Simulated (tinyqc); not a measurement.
Thermodynamics of metal silicides: hull, first phase, silicon consumed, nucleation and stability against SiO2: one step, computed by the program tinyqc. Command: `OMP_NUM_THREADS=1 python tinyqc.py 3019158 3019159 out.jsonl silphase walk`. One thread of a shared host (Intel(R) Xeon(R) Processor @ 2.30GHz), about 0.01 s of CPU time with the checks.

Entropies of formation of the solids are neglected, so heats stand for free energies. Si fractions: M2Si 0.3333, MSi 0.5000, MSi2 0.6667.

Question. First phase. Effective heat of formation: at the interface the mixture has the Si fraction x_e; the limiting element scales the heat, H_eff = H x_e/x if x_e < x, H (1 - x_e)/(1 - x) otherwise. The rule names the most negative as the first phase; its restriction to congruently melting phases is left out here.

Inputs (values chosen for the exercise, of the order of those of cobalt silicides for heats and volumes only):

| quantity | value | unit |
|---|---|---|
| heat of formation of M2Si | -36.7 | kJ/mol atoms |
| heat of formation of MSi | -49.5 | kJ/mol atoms |
| heat of formation of MSi2 | -35.3 | kJ/mol atoms |
| Si fraction x_e at the lowest liquidus | 0.56 | - |

Phases: M2Si, MSi, MSi2.

Give: H_eff; most negative H_eff.

Answer.

H_eff (kJ/mol atoms): M2Si -24.222, MSi -43.560, MSi2 -29.652

most negative H_eff = -43.56 kJ/mol atoms

The rule picks MSi, ahead of MSi2 by 13.9 kJ/mol. The rule is empirical and ignores nucleation barriers.
